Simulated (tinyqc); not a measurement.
## Phonon and roughness prefactors from two fields

Inverse problem. At 300 K and high field 1/mu = E^(1/3)/Ap + E^gs/As, E in MV/cm. Find Ap and As.

Inputs (values chosen for the exercise): exponent of the roughness term gs = 2.

mu at E = 0.42 and 1.27 MV/cm (cm^2/(V s)): 530.95051  251.93842

Answer. Two linear equations in 1/Ap and 1/As.

Ap = 435.0 cm^2/(V s)
As = 1090 cm^2/(V s)

Numbers from tinyqc (`OMP_NUM_THREADS=1 python tinyqc.py 2510088 2510089 out.jsonl`; about 0.01 s on one thread of a shared Intel Xeon 2.30GHz).
